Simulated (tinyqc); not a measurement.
From a target to a composition: model-solid line-up of a strained alloy layer on a substrate.

Problem. A layer of the alloy is strained to the substrate, and its gap (Ec minus the top valence edge) is given. Find x between 0.19 and 0.97, where the gap is monotonic.

All values of the alloy are linear in x but the gap, Eg(x) = (1 - x) Eg_A + x Eg_B - C x (1 - x), and the valence edge, Ev(x) = (1 - x) Ev_A + x Ev_B + fv C x (1 - x); Ec = Ev + Eg. Ev is the top of the unstrained valence band on a scale common to all materials. In the layer only the Gamma valley of the conduction band is followed, also where an X or L valley would lie lower.

Coherent growth on a (111) face: e_par = (a_s - a)/a, e_perp = -(2 C11 + 4 C12 - 4 C44)/(C11 + 2 C12 + 4 C44) e_par; exx = eyy = ezz = (2 e_par + e_perp)/3 and exy = eyz = ezx = (e_perp - e_par)/3.

Strained edges: Ec + ac tr(e); the valence edges are Ev plus the levels of the 6 x 6 matrix of X, Y, Z times spin with -Dso/3 + l exx + m (eyy + ezz) on the diagonal (cyclic), n exy off it, l = av + 2 b, m = av - b, n = sqrt(3) d. Spin-orbit term (Dso/3) L.sigma on X, Y, Z with (L_k)_ij = -i epsilon_kij: <X+|H|Y+> = -i Dso/3, <X+|H|Z-> = Dso/3, <Y+|H|Z-> = -i Dso/3, <Z+|H|X-> = -Dso/3, <Z+|H|Y-> = i Dso/3, <X-|H|Y-> = i Dso/3, and their conjugates; + and - are the spin along z.

Parameters, chosen for this exercise (A near GaAs, B near GaP, substrate near GaP; not measured data): a = (5.656, 5.448) angstrom (lattice constant of A, B); Eg = (1.511, 2.897) eV (gap at Gamma to the s-like level of A, B); Dso = (0.341, 0.081) eV (spin-orbit splitting of A, B); Ev = (-0.81, -1.26) eV (top of the unstrained valence band of A, B); ac = (-7.21, -8.11) eV (conduction deformation potential of A, B); av = (1.18, 1.72) eV (valence hydrostatic potential of A, B); b = (-1.97, -1.58) eV (tetragonal shear potential of A, B); d = (-4.76, -4.6) eV (trigonal shear potential of A, B); C11 = (120.8, 140.6) GPa (of A, B); C12 = (56.5, 62.9) GPa (of A, B); C44 = (60.6, 69.3) GPa (of A, B); C = 0.189 eV (bowing of the gap); fv = 0.3 (share of the bowing taken by the valence edge); a_s = 5.448 angstrom (substrate); face = 111 (growth face).

strained gap = 2.581562 eV

Find: x; e_par; gap of the relaxed alloy.

Solution. Bisect on x; the strained gap is 2.0217 eV at x = 0.19 and 2.8626 eV at x = 0.97.

x = 0.720
e_par = -1.058 %
gap of the relaxed alloy = 2.471 eV

Program tinyqc; command `OMP_NUM_THREADS=1 python tinyqc.py 1080798 1080799 out.jsonl`; about 0.02 s on one thread of a shared Intel(R) Xeon(R) Processor @ 2.30GHz.
